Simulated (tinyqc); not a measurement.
Carrier density against temperature: charge neutrality of a doped semiconductor with incomplete ionisation. Computed by tinyqc, a small Python program. Command: `OMP_NUM_THREADS=1 python tinyqc.py 3019327 3019328 out.jsonl dopant walk`. One thread of a shared host (Intel(R) Xeon(R) Processor @ 2.30GHz), about 0.04 s of CPU time with the checks.

Energies are counted from the top of the valence band; E_D is measured down from the conduction band and E_A up from the valence band.

Inputs (values chosen for the exercise, modelled on germanium): gap at 0 K E_g0 = 0.735 eV; Varshni alpha = 0.000479 eV/K; Varshni beta = 244 K; electron mass m_e = 0.215 m_0; valleys M_c = 4; hole mass m_h = 0.353 m_0; donor density N_D = 2.9e+16 cm^-3; acceptor density N_A = 0 cm^-3; donor depth E_D = 0.0124 eV; donor degeneracy g_D = 2.

Doping: n-type. Statistics of the bands: Fermi-Dirac.

Constants: k_B = 8.617333262e-05 eV/K; m_0 = 9.1093837015e-31 kg; k_B = 1.380649e-23 J/K; h = 6.62607015e-34 J s.

Method:
- E_g = E_g0 - alpha T^2/(T + beta).
- N_c = 2 M_c (2 pi m_e k_B T/h^2)^(3/2) and N_v = 2 (2 pi m_h k_B T/h^2)^(3/2), masses in units of m_0.
- n = N_c F_1/2((E_F - E_g)/k_B T), p = N_v F_1/2(-E_F/k_B T).
- F_1/2(eta) = (2/sqrt(pi)) int_0^infinity sqrt(x)/(1 + exp(x - eta)) dx, by the trapezoid rule in t = sqrt(x) with step 0.02 up to t = 12 (for eta < -12 by exp(eta) - exp(2 eta)/2^(3/2)).
- N_D+ = N_D/(1 + g_D exp((E_F - E_g + E_D)/k_B T)).
- Neutrality: p + N_D+ = n + N_A-; the log ratio is ln[(p + N_D+)/(n + N_A-)].
- Neutrality is solved by bisection at each T. The last column is -k_B d ln(n T^-3/4)/d(1/T) from this row and the one above; it turns negative as ionisation nears completion, when the density grows more slowly than that power of T.

Against temperature:
```
T (K)   n (cm^-3)  E_F from the band edge (eV)  ionised share  activation energy (eV)
5.1    1.3393e+10                      0.00629     4.6183e-07                       -
6.5    3.3535e+11                      0.00642     1.1564e-05                0.006200
9.0    9.2627e+12                      0.00670     3.1940e-04                0.006200
13.0   1.4245e+14                      0.00723     4.9121e-03                0.006194
21.0   1.6347e+15                      0.00856     5.6369e-02                0.006118
32.0   6.5779e+15                      0.01093     2.2682e-01                0.005666
48.0   1.4931e+16                      0.01551     5.1486e-01                0.004266
72.0   2.2568e+16                      0.02449     7.7822e-01                0.001353
300.0  2.8733e+16                      0.15128     9.9080e-01               -0.006766
600.0  1.3612e+17                      0.27587     9.8790e-01                0.053545
```

What does the comparison show, and why?

Between the two coldest rows the activation energy is 0.00620 eV, 0.50 of the dopant depth: without compensation E_F sits halfway between level and band, so half the depth shows. The density is within 10 % of the net doping in one row, 300 K. From 600 K carriers excited across the gap add to it.

Extremes, crossings and ranges named in words are read from the listed rows.
